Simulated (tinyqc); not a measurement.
## Voltage drop against the resistance of a horizontal segment

A grid of 13 by 13 nodes with segments Rx (rows) and Ry (columns); every node draws I1 and the central node kh I1; pads with resistance Rp sit at the nodes whose row and column are multiples of the pitch, counting from 0. The drops u = Vdd - V follow from G u = i, with G the conductance matrix and i the load currents, solved directly. Here the pitch is 6.

Parameters, values chosen for the exercise: supply voltage Vdd = 0.65 V; resistance of a vertical segment Ry = 0.93 ohm; resistance from a pad node to the supply Rp = 0.093 ohm; factor on the load at the hot node kh = 1; load current of a node in the large grid I1 = 0.07 mA.

Voltage drop against the resistance of a horizontal segment:
```
Rx (ohm),pads,worst drop (mV),mean drop (mV),largest drop at a pad (mV),largest pad current (mA),worst drop over Vdd (%)
0.1,9,0.5060,0.3843,0.1891,2.033,0.07785
0.21,9,0.5758,0.4507,0.1915,2.059,0.08859
0.42,9,0.6874,0.5535,0.1926,2.071,0.1057
0.84,9,0.8754,0.7147,0.1946,2.093,0.1347
1.7,9,1.222,0.9716,0.1993,2.143,0.1880
3.4,9,1.837,1.383,0.2061,2.217,0.2826
6.7,9,2.948,2.081,0.2135,2.296,0.4535
```

The worst drop rises from 0.506 to 2.95 mV and the mean drop rises from 0.384 to 2.08 mV. The worst drop goes as Rx^(0.17) between the first two rows and Rx^(0.70) between the last two. The central node is itself a pad.

tinyqc, about 0.06 s, one thread, Intel Xeon 2.30GHz (shared host): `OMP_NUM_THREADS=1 python tinyqc.py 2770172 2770173 out.jsonl`
